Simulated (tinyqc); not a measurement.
# Trap density from one capacitance

Problem. Traps spread evenly through the insulator exchange electrons with the semiconductor by tunnelling, with tau(x) = t0 exp(2 ka x) at depth x from the interface. The admittance per area Y seen at depth x obeys dY/dx = -Y^2/(i w eps0 eox) + q Nb ln(1 + i w tau)/tau, with Y(0) = i w Cs and w = 2 pi f; the gate sees Y(tox) = G + i w C. Working variable y = Y/(i w), in uF/cm^2. Cox = eps0 eox/tox. Find Nb and G/w.

Parameters, values chosen for the exercise: relative permittivity of the insulator eox = 21.5; insulator thickness tox = 7.8 nm; semiconductor capacitance in accumulation Cs = 5.3 uF/cm^2; decay constant of the wave function in the insulator ka = 4.7 1/nm; time constant of a trap at the interface t0 = 7e-9 s; frequency f = 1e5 Hz.

Constants: q = 1.602176634e-19 C, eps0 = 8.8541878128e-14 F/cm where lengths are in cm. Results are converted to the units shown.

C = 1.6782818 uF/cm^2

Solution. C rises steadily with Nb, so one density matches; in practice ka and t0 must come from the frequency dependence.

Nb = 5.50e18 cm^-3 eV^-1
G/w = 0.00205 uF/cm^2

Program tinyqc, `OMP_NUM_THREADS=1 python tinyqc.py 2202093 2202094 out.jsonl`; Intel Xeon 2.30GHz, shared host, one thread, about 0.4 s.
